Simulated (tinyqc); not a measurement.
## A and C from the efficiency peak

Question. ABC model of an LED: J = q da (A n + Ba n^2 + Ca n^3), IQE = Ba n^2/(A n + Ba n^2 + Ca n^3), differential lifetime 1/(A + 2 Ba n + 3 Ca n^2). The peak lies at n = sqrt(A/Ca). Given Ba, find n at the peak, A and Ca.

Parameters, values chosen for the exercise: radiative coefficient of the active layer Ba = 3.6e-11 cm^3/s; thickness of the active layer da = 37 nm.

Constants: q = 1.602176634e-19 C. Results are converted to the units shown.

peak IQE = 41.176919 %
J at the peak = 5.9328918 A/cm^2

Answer. IQE J = q da Ba n^2 gives n. At the peak A n = Ca n^3, each being half of the non-radiative rate Ba n^2 (1/IQE - 1).

n at the peak = 3.38e17 cm^-3
A = 8.70e6 1/s
Ca = 7.60e-29 cm^6/s

tinyqc, about 0.01 s, one thread, Intel Xeon 2.30GHz (shared host): `OMP_NUM_THREADS=1 python tinyqc.py 2300068 2300069 out.jsonl`
